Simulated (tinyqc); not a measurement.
MP2 on RHF in the sto-6g basis, for BeH2, spin multiplicity 1, step by step. One step of it, computed by the program tinyqc.

Problem. Second-order Moller-Plesset energy. E2 = sum_ijab (ia|jb) [2 (ia|jb) - (ib|ja)] / (e_i + e_j - e_a - e_b) over occupied i, j and virtual a, b; the opposite-spin part is (ia|jb)^2 / denominator, the rest is same-spin, and SCS-MP2 scales them by 6/5 and 1/3.

orbital energies (hartree): MO1 -4.600867, MO2 -0.424570, MO3 -0.383947, MO4 0.210261, MO5 0.210261, MO6 0.368713, MO7 0.724340

Two-electron integrals over orbitals (pq|rs), unique and non-zero (hartree):
```
(11|11) 2.280964    (21|11) -0.188560   (21|21) 0.024517    (22|11) 0.462492
(22|21) -0.005761   (22|22) 0.377434    (31|31) 0.005249    (32|31) 0.011280
(32|32) 0.160639    (33|11) 0.425054    (33|21) -0.002120   (33|22) 0.389735
(33|33) 0.412861    (41|41) 0.016025    (42|41) 0.014727    (42|42) 0.047029
(43|43) 0.012723    (44|11) 0.570059    (44|21) -0.006895   (44|22) 0.354823
(44|33) 0.337964    (44|44) 0.450117    (51|51) 0.016025    (52|51) 0.014727
(52|52) 0.047029    (53|53) 0.012723    (54|54) 0.024258    (55|11) 0.570059
(55|21) -0.006895   (55|22) 0.354823    (55|33) 0.337964    (55|44) 0.401601
(55|55) 0.450117    (61|11) -0.200481   (61|21) 0.026695    (61|22) -0.006323
(61|33) -0.002964   (61|44) -0.005431   (61|55) -0.005431   (61|61) 0.029189
(62|11) 0.138940    (62|21) -0.006489   (62|22) -0.016493   (62|33) -0.041634
(62|44) 0.066191    (62|55) 0.066191    (62|61) -0.005776   (62|62) 0.083043
(63|31) -0.000545   (63|32) -0.092175   (63|63) 0.085871    (64|41) 0.016292
(64|42) 0.046718    (64|64) 0.050287    (65|51) 0.016292    (65|52) 0.046718
(65|65) 0.050287    (66|11) 0.472795    (66|21) -0.007252   (66|22) 0.379550
(66|33) 0.390134    (66|44) 0.356648    (66|55) 0.356648    (66|61) -0.007454
(66|62) -0.026585   (66|66) 0.396227    (71|31) 0.009934    (71|32) 0.017854
(71|63) 0.000159    (71|71) 0.018977    (72|31) 0.004408    (72|32) -0.040889
(72|63) 0.062949    (72|71) 0.008201    (72|72) 0.057959    (73|11) 0.149675
(73|21) -0.003953   (73|22) -0.000824   (73|33) -0.018333   (73|44) 0.069083
(73|55) 0.069083    (73|61) -0.003508   (73|62) 0.078677    (73|66) -0.019621
(73|73) 0.087030    (74|43) 0.013350    (74|74) 0.016916    (75|53) 0.013350
(75|75) 0.016916    (76|31) 0.009985    (76|32) 0.140584    (76|63) -0.090787
(76|71) 0.016273    (76|72) -0.048545   (76|76) 0.136557    (77|11) 0.550167
(77|21) -0.007217   (77|22) 0.404282    (77|33) 0.420730    (77|44) 0.379330
(77|55) 0.379330    (77|61) -0.007573   (77|62) -0.020600   (77|66) 0.414463
(77|73) 0.001657    (77|77) 0.458440
```

Hartree-Fock energy = -15.68613357 hartree

Give: Terms; Pair energies; MP2 correlation energy; SCS-MP2 correlation energy; MP2 total energy.

Solution.

Terms:
```
i  j  a  b    (ia|jb)    (ib|ja)  denominator       term
3  3  6  6      0.086      0.086       -1.505  -4.90e-03
2  2  6  6      0.083      0.083       -1.587  -4.35e-03
3  2  7  6      0.079      0.063       -1.902  -3.91e-03
2  3  6  7      0.079      0.063       -1.902  -3.91e-03
3  3  7  7      0.087      0.087       -2.217  -3.42e-03
2  2  5  5      0.047      0.047       -1.270  -1.74e-03
2  2  4  4      0.047      0.047       -1.270  -1.74e-03
2  3  7  6      0.063      0.079       -1.902  -1.56e-03
3  2  6  7      0.063      0.079       -1.902  -1.56e-03
2  2  7  7      0.058      0.058       -2.298  -1.46e-03
3  3  4  4      0.013      0.013       -1.188  -1.36e-04
3  3  5  5      0.013      0.013       -1.188  -1.36e-04
1  1  6  6      0.029      0.029       -9.939  -8.57e-05
2  1  5  5      0.015      0.015       -5.446  -3.98e-05
2  1  4  4      0.015      0.015       -5.446  -3.98e-05
1  2  4  4      0.015      0.015       -5.446  -3.98e-05
1  2  5  5      0.015      0.015       -5.446  -3.98e-05
1  1  7  7      0.019      0.019      -10.650  -3.38e-05
1  1  5  5      0.016      0.016       -9.622  -2.67e-05
1  1  4  4      0.016      0.016       -9.622  -2.67e-05
2  1  7  7      0.008      0.008       -6.474  -1.04e-05
1  2  7  7      0.008      0.008       -6.474  -1.04e-05
2  1  6  6     -0.006     -0.006       -5.763  -5.79e-06
1  2  6  6     -0.006     -0.006       -5.763  -5.79e-06
3  1  7  6  -3.51e-03   1.59e-04       -6.078  -4.14e-06
1  3  6  7  -3.51e-03   1.59e-04       -6.078  -4.14e-06
3  1  6  7   1.59e-04  -3.51e-03       -6.078  -9.98e-08
1  3  7  6   1.59e-04  -3.51e-03       -6.078  -9.98e-08
```

Pair energies (hartree; pair i-j sums ij and ji):
```
pair  opposite spin  same spin
1-1       -1.73e-04      0.000
2-1       -1.92e-04      0.000
2-2          -0.009      0.000
3-1       -4.06e-06  -4.42e-06
3-2          -0.011  -2.60e-04
3-3          -0.009      0.000
```

MP2 correlation energy = -0.02919 hartree

SCS-MP2 correlation energy = -0.03480 hartree

MP2 total energy = -15.71533 hartree
